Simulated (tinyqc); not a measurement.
# Tersoff bond-order potential, step by step

A worked calculation. Computed by tinyqc, a small Python program that keeps every step. Command: `OMP_NUM_THREADS=1 python tinyqc.py 3002139 3002140 out.jsonl tersoff walk`. One thread of a shared host (Intel(R) Xeon(R) Processor @ 2.30GHz), about 0.01 s of CPU time with the checks. Intermediate numbers are printed to about 7 digits and carried at full precision; extremes and crossings named in words are read from the listed rows.

E = (1/2) sum_(i, j != i) [A exp(-lambda r_ij) - b_ij B exp(-mu r_ij)], b_ij = (1 + (beta zeta_ij)^n)^(-1/(2n)), zeta_ij = sum_(k != i, j) g(theta_ijk), g = 1 + c^2/d^2 - c^2/(d^2 + (h - cos theta)^2), with theta at atom i. Only nearest neighbours count (cut-off function 1 for them, 0 beyond).

Inputs (values chosen for the exercise, modelled on silicon):

| quantity | value | unit |
|---|---|---|
| A | 1806.3 | eV |
| B | 473.36 | eV |
| lambda | 2.4799 | 1/angstrom |
| mu | 1.7322 | 1/angstrom |
| beta | 1.15e-06 | - |
| n | 0.7954 | - |
| c | 101600 | - |
| d | 16.12 | - |
| h | -0.6111 | - |
| bond length r_12 | 2.47 | angstrom |
| bond length r_13 | 2.45 | angstrom |
| angle theta at atom 1 | 125 | degrees |

Constants: 1 eV/angstrom^3 = 160.2176634 GPa.

## An open trimer

Atom 1 binds atoms 2 and 3, which do not interact. b_12 = b_13 follow from zeta = g(theta); b_21 = b_31 = 1. E = sum over the two bonds of A exp(-lambda r) - (b + 1)/2 B exp(-mu r).

g(theta) = 216.2450

bond order b_12 = 0.9991469

repulsive terms (eV): 3.949871  4.150716

attractive terms B exp(-mu r) (eV): 6.562176  6.793499

energy of the trimer = -5.249392 eV

g is least (g = 1) at cos theta = h, 127.7 degrees, wider than the tetrahedral 109.47.

## The diamond lattice

zeta = 3 g(cos theta = -1/3). With z equal bonds of order b, r = ln(lambda A/(mu b B))/(lambda - mu) and E per atom = -(z/2) b B exp(-mu r)(1 - mu/lambda). a0 = 4 r/sqrt3; B0 = phi''(r)/(3 a0) with phi'' = mu (lambda - mu) b B exp(-mu r), since b does not change under uniform scaling.

zeta = 35376.65

bond order b = 0.9537000

bond length = 2.334374 angstrom

energy per atom of the diamond lattice = -4.773226 eV

lattice constant a0 = 5.391007 angstrom

bulk modulus B0 = 101.5625 GPa

## Elastic constants of the diamond lattice

Second derivatives of the energy per atom, volume V = a0^3/8: e_xx gives C11; e_xx = -e_yy gives 2 (C11 - C12); e_xy = e_yx = s/2 with a sublattice shift u_z gives C44 = (E_ss - E_su^2/E_uu)/V and Kleinman's parameter |E_su/E_uu|/(a0/4).

C11 = 149.6586 GPa

C12 = 77.51452 GPa

C44 = 74.94989 GPa

Kleinman's parameter = 0.6628306

## Unrelaxed vacancy

Each of the four neighbours loses one bond; its three other bonds now have zeta = 2 g, for the direction that starts at it. E_v = -E + 12 x (1/2)(b(3g) - b(2g)) B exp(-mu r), where -E is the pair-like cost.

b(2g) = 0.9659043

unrelaxed vacancy energy E_v = 4.165458 eV

Stronger back bonds return 0.608 eV, so E_v is 87 % of the cohesive energy.

## Energy against coordination

Angles seen from one bond (cos theta: count): chain -1: 1; graphitic -1/2: 2; diamond -1/3: 3; square net 0: 2, -1: 1; simple cubic 0: 4, -1: 1; bcc 1/3: 3, -1/3: 3, -1: 1; fcc 1/2: 4, 0: 2, -1/2: 4, -1: 1.

Relaxed structures:

| structure | z | zeta | b | r (angstrom) | E per atom (eV) | E per bond (eV) |
|---|---|---|---|---|---|---|
| dimer | 1 | 0 | 1.000000 | 2.270972 | -1.396487 | -2.792975 |
| chain | 2 | 23108.4 | 0.966429 | 2.316642 | -2.493907 | -2.493907 |
| graphitic | 3 | 3775.7 | 0.991782 | 2.282008 | -4.076356 | -2.717570 |
| diamond | 4 | 35376.6 | 0.953700 | 2.334374 | -4.773226 | -2.386613 |
| square net | 4 | 137124.4 | 0.877929 | 2.445092 | -3.627175 | -1.813587 |
| simple cubic | 6 | 251140.3 | 0.819566 | 2.537095 | -4.330836 | -1.443612 |
| bcc | 8 | 466152.6 | 0.741573 | 2.670841 | -4.144434 | -1.036109 |
| fcc | 12 | 896017.4 | 0.641941 | 2.863801 | -3.852448 | -0.642075 |

The lowest are diamond, simple cubic and bcc, the first two 0.442 eV apart. The bond order falls from 1 to 0.642 and the bond weakens from -2.79 to -0.64 eV, as b^(lambda/(lambda - mu)) with exponent 3.32. With the same z = 4 the square net lies 1.15 eV above diamond, from its angles alone. Caution: in bcc and other dense structures second neighbours can fall inside the usual cut-off; they are left out here.

Checks made by the program: (C11 + 2 C12)/3 against B0 (relative difference 1e-08).
